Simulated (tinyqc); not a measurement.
# Thickness of the second layer from the transmission

Problem. A two-layer stack carries the voltage V: F1 = V/(t1 + t2 eps1/eps2), F2 = F1 eps1/eps2; U = phi1 - F1 x in layer 1 and phi2 - F1 t1 - F2 (x - t1) in layer 2. T = exp(-S) at E = 0, C = hbar^2/(2 m0). Each layer adds (2/F) sqrt(m/C) [G(u at its left edge) - G(u at its right edge)] to S, with u = U - E (0 where negative) and G(u) = (2/3) u^1.5. Find t2, known to lie between 0.3 and 6 nm, and F1.

Inputs (values chosen for the exercise): barrier of layer 1 above the emitter Fermi level at zero bias phi1 = 2.49 eV; tunnelling mass of layer 1 m1 = 0.38 m0; thickness of layer 1 t1 = 0.6 nm; relative permittivity of layer 1 eps1 = 9.19; barrier of layer 2 at zero bias phi2 = 1.49 eV; tunnelling mass of layer 2 m2 = 0.2 m0; relative permittivity of layer 2 eps2 = 21.2; voltage across the dielectric V = 0.6 V.

Constants: q = 1.602176634e-19 C, hbar = 1.054571817e-34 J s, m0 = 9.1093837015e-31 kg, hbar^2/(2 m0) = 0.0380998212 eV nm^2. Results are converted to the units shown.

T at E = 0 = 3.7009000e-10

Solution. Over that range S rises steadily with t2, so S = -ln T has one root, found by bisection.

t2 = 3.300 nm
F1 = 2.955 MV/cm

Numbers from tinyqc (`OMP_NUM_THREADS=1 python tinyqc.py 2540136 2540137 out.jsonl`; about 0.03 s on one thread of a shared Intel Xeon 2.30GHz).
